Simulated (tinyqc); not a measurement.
What each parameter does: optical transitions of a finite quantum well.

Each carrier sees a square well of width L with its own depth V and masses m (inside), mb (outside); c = hbar^2/2m0, k = sqrt(m E/c), kappa = sqrt(mb (V - E)/c), and level n solves k L + 2 atan[(k/m)/(kappa/mb)] = n pi. The envelope is cos(kz) for odd n and sin(kz) for even n inside, joins exp(-kappa (|z| - L/2)) outside, and is normalised to 1. Excitons and band mixing are left out.

Constants: hbar^2/2m0 = 3.80998211 eV angstrom^2; hc = 1239.841984 eV nm.

Parameters, chosen for this exercise (near those of an InGaAs well in InAlAs; the results hold for these values, not for the real material):
```
symbol  value   unit      meaning
L       53      angstrom  well width
Eg      0.826   eV        gap of the well
Vc      0.492   eV        conduction offset
Vv      0.2     eV        valence offset
me      0.0419  m0        electron, well
meb     0.0739  m0        electron, barrier
mh      0.382   m0        heavy hole along z, well
mhb     0.401   m0        heavy hole, barrier
ml      0.0539  m0        light hole along z, well
mlb     0.0864  m0        light hole, barrier
```

Edge wavelength hc/(Eg + e1 + hh1), squared overlap of e1 and hh1, and the confinement energies.

One parameter was then changed.

Results before and after:
```
case     edge (nm)  overlap^2  e1 (meV)  hh1 (meV)
base        1289.1     0.9619     114.3       21.5
changed     1286.4     0.9703     114.3       23.5
```

Which of these changes was made? (a) Vc = 0.566 eV; (b) Vv = 0.16 eV; (c) meb = 0.0887 m0; (d) me = 0.0461 m0; (e) mh = 0.325 m0; (f) L = 48 angstrom; (g) Eg = 0.843 eV.

Answer: (e) mh = 0.325 m0. Of the candidates, run in turn, only this one gives the changed row.

All candidates:
```
case             edge (nm)  overlap^2  e1 (meV)  hh1 (meV)
base                1289.1     0.9619     114.3       21.5
L = 48 angstrom     1265.8     0.9585     128.5       25.0
Eg = 0.843 eV       1266.7     0.9619     114.3       21.5
Vc = 0.566 eV       1280.5     0.9700     120.8       21.5
Vv = 0.16 eV        1290.5     0.9719     114.3       20.4
me = 0.0461 m0      1293.5     0.9672     111.0       21.5
mh = 0.325 m0       1286.4     0.9703     114.3       23.5
meb = 0.0887 m0     1297.6     0.9628     108.0       21.5
```

Computed by tinyqc, a small Python program: `OMP_NUM_THREADS=1 python tinyqc.py 1281313 1281314 out.jsonl` (the numbers bound the seed that draws the inputs); one thread of a shared host (Intel(R) Xeon(R) Processor @ 2.30GHz), about 0.1 s for the whole set of steps.
